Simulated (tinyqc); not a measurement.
Inside a calculation. Model: on-chip interconnect, size-dependent resistivity and RC delay.

Computed by the program tinyqc: `OMP_NUM_THREADS=1 python tinyqc.py 2100145 2100146 out.jsonl`, one thread of a shared Intel Xeon 2.30GHz, about 0.01 s for the whole run. Printed values are rounded.

A rectangular line between two neighbours and two ground planes. Surface and grain-boundary scattering are added to the bulk resistivity as corrections; capacitances are parallel-plate values without fringing; inductance is ignored.

Inputs (values chosen for the exercise); metal values close to those of copper: bulk resistivity rho0 = 1.71 uohm cm; bulk mean free path lam = 41.1 nm; specular share of surface scattering ps = 0.2; reflection coefficient of grain boundaries Rg = 0.48; grain size over the metal width gr = 1.5; drawn line width wd = 11 nm; aspect ratio, height over width AR = 2.1; liner on both walls and the bottom, not conducting tl = 2.2 nm; space to the neighbouring lines sp = 22 nm; dielectric height to the planes above and below hd = 26 nm; relative permittivity of the dielectric ek = 4.2; Miller factor of the neighbours Mf = 2; line length Lw = 110 um; driver resistance Rd = 5900 ohm; load capacitance Cl = 0.054 fF; time step dt = 460 ps.

Constants: eps0 = 8.8541878128e-12 F/m. Results are converted to the units shown.

Range of the model: The metal width is under the mean free path, where the thick-limit surface term and the simple sum of corrections lose accuracy.

## Resistivity, resistance and capacitance per length

Metal width x = wd - 2 tl, height y = AR wd - tl; grain boundaries (Mayadas-Shatzkes): al = (lam/(gr x)) Rg/(1 - Rg), g = 1/[1 - 3 al/2 + 3 al^2 - 3 al^3 ln(1 + 1/al)] - 1; surfaces (Fuchs-Sondheimer, thick limit): s = (3/8) lam (1 - ps)(1/x + 1/y); rho = rho0 (1 + g + s); r = rho/(x y); c = eps0 ek (2 wd/hd + 2 Mf AR wd/sp).

x = 6.6 nm
y = 20.9 nm
al = 3.83217
g = 5.16824
s = 2.45813
rho = 14.7511 uohm cm
r = 1069.38 ohm/um
c = 0.187654 fF/um

rho is 8.63 times the bulk value; grain boundaries add more (5.17 against 2.46). The liner takes 45.7 % of the cross-section.

## Ladder and Elmore delays

4 equal pi sections: series Rs = r Lw/4; node capacitances c Lw/4, halved at nodes 0 and 4, with Cl added to node 4; Rd feeds node 0. Elmore delay of node k: the sum, over the resistors on the path to k, of resistance times all capacitance downstream of it.

Rs = 29408.1 ohm

```
node   C (fF)  Elmore delay (ps)
0     2.58025            122.106
1     5.16049            654.855
2     5.16049            1035.84
3     5.16049            1265.07
4     2.63425            1342.54
```

The far-end value equals Rd (c Lw + Cl) + r Lw (c Lw/2 + Cl) for any number of pi sections; the line resistance contributes 90.9 % of it.

## Step 1: node voltages after a time step

v at t = 0, node 0 to 4 (V): 0  0  0  0  0

A 1 V step is applied behind Rd at t = 0. C dv/dt = -G v + b, with G the conductance matrix of the ladder (1/Rs between neighbours, 1/Rd added at node 0) and b = (1 V/Rd, 0, ...). Trapezoidal step: (C/dt + G/2) v(new) = (C/dt - G/2) v + b.

v at t = 1 dt, node 0 to 4 (V): 1.70172  0.77639  0.36335  0.19006  0.14217

Node 0 overshoots the 1 V source: the trapezoidal rule rings on modes much faster than dt.

## Step 2: node voltages after a time step

As before.

v at t = 2 dt, node 0 to 4 (V): 0.295094  0.740481  0.649886  0.508604  0.452101

## Course in time

A 1 V step is applied behind Rd at t = 0. C dv/dt = -G v + b, with G the conductance matrix of the ladder (1/Rs between neighbours, 1/Rd added at node 0) and b = (1 V/Rd, 0, ...). Trapezoidal step: (C/dt + G/2) v(new) = (C/dt - G/2) v + b. The last column solves the same ladder exactly by its modes.

Voltages (V):
```
t (ps)  node 0  node 2  node 4  node 4, exact
460.0    1.702  0.3634  0.1422         0.1834
920.0    0.295  0.6499  0.4521         0.4549
1380     1.564  0.7099  0.6595         0.6409
1840     0.457  0.8522  0.7615         0.7635
2300     1.459  0.8772  0.8531         0.8443
2760     0.572  0.9348  0.8996         0.8975
3220     1.372  0.9492  0.9358         0.9325
3680     0.659  0.9705  0.9579         0.9555
4140     1.301  0.9797  0.9719         0.9707
4600     0.727  0.9861  0.9824         0.9807
5060     1.243  0.9924  0.9877         0.9873
5520     0.781  0.9931  0.9926         0.9916
```

The far end of the ladder reaches 0.5 V at 1015 ps, 0.756 of its Elmore delay (ln 2 = 0.693 for a single pole); the slowest mode has a time constant of 1101 ps. The largest error of the trapezoidal steps at that node is 41 mV. Node 0 swings up and down from step to step: the trapezoidal rule does not damp modes much faster than dt, so these swings are numerical.
